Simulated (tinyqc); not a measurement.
# Charge stability of a double quantum dot, constant-interaction model with a charge sensor: what changes with what

Capacitance matrix C = [[C1, -Cm], [-Cm, C2]], C1 = G1 + X1 + Cm + L1, C2 = G2 + X2 + Cm + L2. Gate charges n1 = (G1 V1 + X1 V2)/q, n2 = (X2 V1 + G2 V2)/q. The state (N1, N2) has U = (1/2) d^T E d with d = (N1 - n1, N2 - n2) and E = q^2 C^(-1). Leads at 0 V; no tunnel coupling, spin or level spacing. The sensor reads s1 <N1> + s2 <N2>.

Parameters, values chosen for the exercise:
- G1 = 9.1 aF (gate 1 to dot 1)
- G2 = 7.5 aF (gate 2 to dot 2)
- X1 = 1.3 aF (gate 2 to dot 1)
- X2 = 2.1 aF (gate 1 to dot 2)
- Cm = 6.5 aF (between the dots)
- L1 = 19 aF (dot 1 to leads and ground)
- L2 = 49 aF (dot 2 to leads and ground)
- s1 = 0.94 (sensor weight of dot 1)
- s2 = 0.2 (sensor weight of dot 2)
- T = 2.4 K (temperature)

Constants: q = 1.602176634e-19 C, kB = 1.380649e-23 J/K, Vt = kB T/q. Results are converted to the units shown.

Each table varies one quantity; the others keep the values above.

## Across the interdot transition

The gate charges are n1 = 0.5000 + x, n2 = 0.5000 - x, a line through the middle of the (1,0)-(0,1) boundary. The detuning is U(0,1) - U(1,0); thermal means over all states within two electrons.

Across the interdot transition:
```
x,detuning (meV),<N1>,<N2>,sensor
-0.2,-1.229,0.008545,0.9541,0.1989
-0.15,-0.922,0.02607,0.9213,0.2088
-0.1,-0.614,0.07979,0.8567,0.2464
-0.05,-0.307,0.2256,0.7235,0.3568
0,0.000,0.5000,0.5000,0.5700
0.05,0.307,0.7744,0.2765,0.7832
0.1,0.614,0.9202,0.1433,0.8936
0.15,0.922,0.9739,0.07867,0.9312
0.2,1.229,0.9915,0.04585,0.9411
```

<N1> rises from 0.00855 to 0.991 while <N2> falls from 0.954 to 0.0459; their sum stays within 0.063 of 1. The detuning moves by EC1 + EC2 - 2 ECm = 6.14 meV for each unit of x. The step is broader than a Fermi function of width kB T = 0.207 meV, since (0,0) and (1,1) lie only ECm/2 = 1.1 kB T above the two states at x = 0 and are populated too.

## From two dots to one

The states (0,0), (1,0), (0,1) meet where E n = (EC1/2, EC2/2), and (1,1), (1,0), (0,1) where E n = (EC1/2 + ECm, EC2/2 + ECm); the gate voltages follow from n.

From two dots to one:
```
Cm (aF),EC1 (meV),ECm (meV),ECm/EC1,separation of the triple points in n1 + n2
0.49,5.361,0.04446,0.008292,0.02442
1.1,5.257,0.09685,0.01843,0.05320
2.6,5.024,0.2134,0.04248,0.1172
6.1,4.587,0.4325,0.09428,0.2376
14,3.937,0.7591,0.1928,0.4169
33,3.172,1.143,0.3603,0.6276
78,2.549,1.455,0.5710,0.7994
180,2.177,1.642,0.7544,0.9019
420,1.982,1.740,0.8776,0.9555
```

ECm/EC1 rises from 0.00829 to 0.878 (it equals Cm/C2), and the separation rises from 0.0244 to 0.955. Zero means a square lattice of independent dots; 1 means parallel lines one electron apart, as for a single large dot. EC1 falls from 5.36 to 1.98 meV.

Program tinyqc, `OMP_NUM_THREADS=1 python tinyqc.py 2470105 2470106 out.jsonl`; Intel Xeon 2.30GHz, shared host, one thread, about 0.01 s.
